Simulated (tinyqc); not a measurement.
Range and order of the fit: effective mass of the light-hole band from tabulated energies.

c = hbar^2/2m0. A uniform scatter of up to 0.3 meV has been added to mimic numerical noise.
Constants: hbar^2/2m0 = 3.80998211 eV angstrom^2.

Energies along [111], from the band edge downward:

| k (1/angstrom) | E (meV) |
|---|---|
| 0.000000 | 0.00000 |
| 0.005600 | 2.84640 |
| 0.011200 | 11.78140 |
| 0.016800 | 26.08530 |
| 0.022400 | 45.38360 |
| 0.028000 | 67.89330 |
| 0.033600 | 93.86170 |
| 0.039200 | 122.49940 |
| 0.044800 | 151.81090 |

reference mass (curvature of the model at k = 0.0001 1/angstrom) = 0.039370 m0

Least-squares fits of E = a k^2 (+ b k^4 + d k^6) over points 1 to n, and the line y = c k^2/E against E; errors of m against the reference.

Results:

| n | E at point n (meV) | one term (%) | two terms (%) | three terms (%) | line (%) | rms residual, one term (meV) |
|---|---|---|---|---|---|---|
| 3 | 26.1 | 4.45 | 2.44 | 8.69 | 5.65 | 0.105 |
| 4 | 45.4 | 6.28 | 2.03 | 2.83 | 4.61 | 0.304 |
| 5 | 67.9 | 9.71 | 0.61 | 3.00 | 3.57 | 0.979 |
| 6 | 93.9 | 13.42 | 1.29 | 0.52 | 2.90 | 1.775 |
| 7 | 122.5 | 17.38 | 2.48 | 0.04 | 2.45 | 2.802 |
| 8 | 151.8 | 22.09 | 3.13 | 1.10 | 1.92 | 4.394 |

The error of the parabola goes from +4.45 to +22.09 % as the range widens, and at n = 8 its residual, 4.39 meV, is only 2.9 % of the top energy: a small residual does not vouch for the mass. Over the full range (n = 8) the best form is three terms (1.10 %); the line errs by +5.65 % at n = 3 and +1.92 % at n = 8. Many terms on few points amplify the scatter: three terms err by +8.7 % at n = 3 but by +1.1 % at n = 8.

Computed by tinyqc, a small Python program: `OMP_NUM_THREADS=1 python tinyqc.py 1850060 1850061 out.jsonl` (the numbers bound the seed that draws the inputs); one thread of a shared host (Intel(R) Xeon(R) Processor @ 2.30GHz), about 0.01 s for the whole set of steps.
